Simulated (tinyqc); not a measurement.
Tunnelling through a gate dielectric, WKB transmission and Tsu-Esaki current: one step of the calculation.

Electrons leave the emitter at x = 0. Energies E (motion across the layers) are in eV from the emitter Fermi level; the collector Fermi level lies at -V and offers states at every E. No charge in the dielectric and no image force: F1 = V/t1, U = phi1 - F1 x. With C = hbar^2/(2 m0), kappa = sqrt(m (U - E)/C) where U > E and 0 elsewhere; T(E) = exp(-S), S = 2 times the integral of kappa over x.

Problem. Current density on a coarse energy grid. Each layer adds (2/F) sqrt(m/C) [G(u at its left edge) - G(u at its right edge)] to S, with u = U - E (0 where negative) and G(u) = (2/3) u^1.5. The slope follows from 1/d = -dS/dE.

J = J0 times the integral of T(E) N(E) dE, N = ln[(1 + exp(-E/Vt))/(1 + exp((-E - V)/Vt))], J0 = q^2 me m0 kB T/(2 pi^2 hbar^3) (times 1e-4 for A/cm^2 per eV), by Simpson's rule on nE equally spaced points from Ea to Eb.

Values chosen for this exercise; dielectric values close to those of hafnium oxide:

| symbol | value | unit | meaning |
|---|---|---|---|
| T | 300 | K | temperature |
| Ef | 0.25 | eV | Fermi energy of the emitter above its band bottom |
| me | 1 | m0 | emitter mass in the supply function |
| phi1 | 1.51 | eV | barrier of layer 1 above the emitter Fermi level at zero bias |
| m1 | 0.19 | m0 | tunnelling mass of layer 1 |
| t1 | 5.4 | nm | thickness of layer 1 |
| V | 2.8 | V | voltage across the dielectric |
| Ea | -0.25 | eV | lower end of the energy grid |
| Eb | 0.32 | eV | upper end of the energy grid |
| nE | 9 |  | points of the energy grid |

Constants: q = 1.602176634e-19 C, kB = 1.380649e-23 J/K, hbar = 1.054571817e-34 J s, m0 = 9.1093837015e-31 kg, Vt = kB T/q, hbar^2/(2 m0) = 0.0380998212 eV nm^2. Results are converted to the units shown.

Find: E; T(E); N; T(E) N; J0; J.

Solution.

```
point    E (eV)       T(E)          N     T(E) N
0      -0.25000  1.5033e-6     9.6705  1.4538e-5
1      -0.17875  3.3654e-6     6.9154  2.3273e-5
2      -0.10750  7.4084e-6     4.1738  3.0921e-5
3      -0.03625  1.6030e-5     1.6222  2.6004e-5
4       0.03500  3.4082e-5    0.22972  7.8291e-6
5       0.10625  7.1168e-5   0.016276  1.1583e-6
6       0.17750  1.4589e-4  0.0010421  1.5203e-7
7       0.24875  2.9346e-4  6.6248e-5  1.9441e-8
8       0.32000  5.7891e-4  4.2096e-6  2.4370e-9
```

J0 = 4.1837e8 A/(cm^2 eV)
J = 2922.9 A/cm^2

The integrand peaks at E = -0.107 eV among these points.

Numbers from tinyqc (`OMP_NUM_THREADS=1 python tinyqc.py 2540174 2540175 out.jsonl`; about 0.03 s on one thread of a shared Intel Xeon 2.30GHz).
